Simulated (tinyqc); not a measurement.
Size effects in the resistivity of thin metal films and interconnect lines. Changing the grain-boundary reflection R. Computed by tinyqc, a small Python program. Command: `OMP_NUM_THREADS=1 python tinyqc.py 3003193 3003194 out.jsonl size sweep`. One thread of a shared host (Intel(R) Xeon(R) Processor @ 2.30GHz), about 0.01 s of CPU time with the checks.

Electrons lose their drift at surfaces (a share 1 - p of the hits) and at grain boundaries (reflection R), besides bulk scattering. The line sits in a trench with a non-conducting liner on both walls and the bottom; the spacing equals the drawn width.

Inputs (values chosen for the exercise, modelled on tungsten):
```
quantity                          value         unit
bulk resistivity rho_b             5.47  microohm cm
bulk mean free path lambda           16           nm
specularity p                      0.34            -
drawn line width w                  8.1           nm
grain size over metal width         2.7            -
aspect ratio (height over width)    1.2            -
liner thickness t                   0.8           nm
line length                         4.2   micrometre
permittivity of the dielectric k    2.3            -
```

Geometry: line.

Constants: eps_0 = 8.8541878128e-12 F/m.

Method:
- Metal width w_m = w - 2t, height h_m = (aspect ratio) w - t, grain size D = (ratio) w_m.
- Mayadas-Shatzkes: alpha = (lambda/D) R/(1 - R); rho_b/rho = 1 - 3 alpha/2 + 3 alpha^2 - 3 alpha^3 ln(1 + 1/alpha).
- Fuchs-Sondheimer film: rho_b/rho = 1 - (3/(2 kappa))(1 - p) int_0^1 (s - s^3)(1 - exp(-kappa/s))/(1 - p exp(-kappa/s)) ds, f = rho/rho_b, kappa = thickness/lambda, 80 Gauss-Legendre points.
- Line: the excess of a film of thickness w_m and of a film of thickness h_m are added, rho/rho_b = 1 + (f(w_m) - 1) + (f(h_m) - 1), an estimate that holds best when both sides exceed lambda.
- Total: rho = rho_b [1 + surface excess + grain excess]; resistance per length rho/(w_m h_m); capacitance per length C = 2 k eps_0 (aspect ratio + 1/2), a parallel-plate estimate for two neighbours plus a fixed term for the planes above and below; delay 0.38 R C L^2; effective resistivity per drawn area.

One run for each value:
```
grain-boundary reflection R  resistivity rho (microohm cm)  rho/rho_b from grains   alpha
0.05                                                12.248                 1.0708  0.0480
0.16                                                13.228                 1.2501  0.1737
0.26                                                14.345                 1.4541  0.3203
0.37                                                15.957                 1.7489  0.5354
0.48                                                18.228                 2.1640  0.8416
0.59                                                21.692                 2.7974  1.3119
0.69                                                26.951                 3.7588  2.0292
0.80                                                38.776                 5.9206  3.6467
```

Over the rows, resistivity rho (microohm cm) rises from 12.2 to 38.8 (exponent d ln y / d ln x 0.066 between the first rows and 2.5 between the last); rho/rho_b from grains rises from 1.07 to 5.92 (exponent d ln y / d ln x 0.13 between the first rows and 3.1 between the last); alpha rises from 0.0480 to 3.65 (exponent d ln y / d ln x 1.1 between the first rows and 4.0 between the last).

Extremes, crossings and ranges named in words are read from the listed rows.
